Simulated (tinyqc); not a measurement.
Leakage through a gate insulator: direct, Fowler-Nordheim, trap-assisted and Poole-Frenkel currents: one step, computed by the program tinyqc.

Electrons enter from the cathode Fermi level at x = 0; the conduction band of the insulator lies phi_b - e F x above it, F = V/t. WKB exponents use a parabolic band with mass m.

Problem. Poole-Frenkel bound. Poole-Frenkel emission over the lowered barrier of a charged trap: lowering sqrt(e F/(pi eps_opt eps_0)); J_PF = e N_t^(2/3) nu_0 exp(-(phi_t - lowering)/k_B T), one sheet of traps emitting with supply unlimited (an upper bound).

Inputs (values chosen for the exercise, with an insulator like SiO2):
```
quantity                          value   unit
thickness t                         2.6     nm
optical constant eps_opt           2.16      -
voltage across the insulator V      1.8      V
trap depth phi_t                    1.8     eV
trap density N_t                1.1e+19  cm^-3
attempt rate nu_0                 2e+12    1/s
temperature T                       450      K
```

Constants: e = 1.602176634e-19 C; eps_0 = 8.8541878128e-12 F/m; k_B = 8.617333262e-05 eV/K.

Give: barrier lowering; Poole-Frenkel bound J_PF.

Solution.

barrier lowering = 1.3587 eV

Poole-Frenkel bound J_PF = 18.107 A/cm^2

Caution: the film is too thin for the Poole-Frenkel picture (the lowering is a large part of the whole drop, or the traps are further apart than the film is thick), so J_PF is only nominal.
